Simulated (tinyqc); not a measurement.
Worked calculation: coherent transport through a tight-binding region between two chains. Computed by tinyqc, a small Python program that keeps every step. Settings: temperature = 4, mu = 0.26. Command: `OMP_NUM_THREADS=1 python tinyqc.py 26837 26838 out.jsonl` (the two numbers bound the seeds that draw the settings). One thread of a shared host (Intel(R) Xeon(R) Processor @ 2.60GHz), about 0.07 s of CPU time with the checks.

## Transmission at E = -0.35 eV

H of the central region (eV), lower triangle:
```
           1          2          3          4
1  -0.750000
2  -2.370000   0.650000
3   0.000000  -2.370000  -0.870000
4  -2.370000   0.000000  -2.370000  -0.970000
```

Leads: semi-infinite chains with site energy 0:
```
parameter                           value
lead hopping t (eV)              2.340000
coupling to the left lead (eV)   0.730000
coupling to the right lead (eV)  0.550000
left contact site                       1
right contact site                      4
```

E = -0.350000 eV

Surface Green function g = (E - i sqrt(4 t^2 - E^2)) / (2 t^2); self-energy tc^2 g on each contact site; G = (E - H - Sigma)^(-1); Gamma = -2 Im Sigma; T = Gamma_L Gamma_R |G_LR|^2; local density of states -Im G_ii / pi.

g = -0.031960-0.426154i 1/eV

G (1/eV), lower triangle:
```
                     1                    2                   3                    4
1   0.919199-0.254800i
2  -0.368339-0.136765i  -2.431507-0.965329i
3  -1.074617+0.197093i  -0.235673-0.270547i  0.975177-0.311247i
4   0.604120+0.093521i   2.483216+1.024690i  0.443651+0.338837i  -2.580557-1.099034i
```

local density of states (1/eV): 0.081105  0.307274  0.099073  0.349833

transmission = 0.043762

## Transmission across the band

The same steps on a grid of energies.

T(E):
```
E (eV)              T
-4.44600000  0.001433
-4.00140000  0.002127
-3.55680000  0.002245
-3.11220000  0.002281
-2.66760000  0.002343
-2.22300000  0.002477
-1.77840000  0.002728
-1.33380000  0.003080
-0.88920000  0.000135
-0.44460000  0.023659
0.00000000   0.016292
0.44460000   0.000159
0.88920000   0.000078
1.33380000   0.000345
1.77840000   0.000626
2.22300000   0.000935
2.66760000   0.001338
3.11220000   0.001983
3.55680000   0.003364
4.00140000   0.008763
4.44600000   0.369030
```

levels of the isolated region (eV): -5.296478  -0.810058  -0.178272  4.344807

## Current

I = (2e/h) int T(E) [f(E - mu - V/2) - f(E - mu + V/2)] dE at 4 K with mu = 0.26 eV, the bias not changing H; 2e^2/h = 77.48092 microsiemens; the integral runs over the band on 4001 points.

Current:
```
V (volt)  I (microampere)
0.010000         0.000884
0.050000         0.004371
0.100000         0.009047
0.200000         0.020029
0.400000         0.060770
0.800000         0.702561
```
